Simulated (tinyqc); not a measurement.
## Hole mobility in a silicon inversion layer, empirical terms and Matthiessen rule: effect of the interlayer thickness

Inversion layer of sheet density Ns on a uniformly doped body, under a high-permittivity gate with an interlayer. The mobility terms are empirical power laws with prefactors chosen for the exercise; adding their inverses (Matthiessen) is itself an approximation.

ni = sqrt(Nc Nv) exp(-Eg/(2 Vt)), Eg in volts; Ndep = sqrt(2 eps0 eps_r Nb (2 Vt ln(Nb/ni) + Vsb)/q); E = q (Ndep + eta Ns)/(eps0 eps_r), in MV/cm. With t = T/(300 K): muC = Ac (Ns/1e12 cm^-2) t/(Nb/1e17 cm^-3 + Nit/1e11 cm^-2), muP = Ap E^(-1/3) t^(-1.75), muS = As E^(-gs), muR = Ar exp(2 ti/lr)/t; 1/mu is the sum of the inverses.

Inputs (values chosen for the exercise); material values close to those of silicon: temperature T = 325 K; band gap Eg = 1.14 eV; relative permittivity of the semiconductor eps_r = 11.8; conduction-band density of states at T Nc = 3.17e19 cm^-3; valence-band density of states at T Nv = 2.94e19 cm^-3; body doping Nb = 1.1e17 cm^-3; reverse body bias Vsb = 1 V; weight of the inversion charge in the effective field eta = 0.3333; phonon-limited mobility at 1 MV/cm and 300 K Ap = 138 cm^2/(V s); roughness-limited mobility at 1 MV/cm As = 458 cm^2/(V s); exponent of the roughness term gs = 1.3; Coulomb prefactor Ac = 1600 cm^2/(V s); charge at the interface Nit = 4.9e11 cm^-2; remote-phonon mobility without interlayer Ar = 250 cm^2/(V s); decay length of remote phonons lr = 0.8 nm; inversion density Ns = 4.8e12 cm^-2.

Constants: q = 1.602176634e-19 C, kB = 1.380649e-23 J/K, Vt = kB T/q, eps0 = 8.8541878128e-14 F/cm where lengths are in cm. Results are converted to the units shown.

The same in every row: E (MV/cm) = 0.49346; muC (cm^2/(V s)) = 1386.7; muP (cm^2/(V s)) = 151.81; muS (cm^2/(V s)) = 1147.2.

Effect of the interlayer thickness:

| ti (nm) | muR (cm^2/(V s)) | mu (cm^2/(V s)) |
|---|---|---|
| 0.2 | 380.47 | 92.521 |
| 0.4 | 627.30 | 102.31 |
| 0.6 | 1034.2 | 109.33 |
| 0.8 | 1705.2 | 114.07 |
| 1 | 2811.3 | 117.15 |
| 1.2 | 4635.1 | 119.11 |
| 1.4 | 7642.0 | 120.32 |
| 1.6 | 12600 | 121.07 |
| 1.8 | 20773 | 121.53 |

What does the comparison show?

As ti goes from 0.2 to 1.8 nm, E stays at 0.493 MV/cm and mu rises from 92.5 to 122 cm^2/(V s). The phonon term is the smallest in the first and the last row.

tinyqc, about 0.01 s, one thread, Intel Xeon 2.30GHz (shared host): `OMP_NUM_THREADS=1 python tinyqc.py 2510113 2510114 out.jsonl`
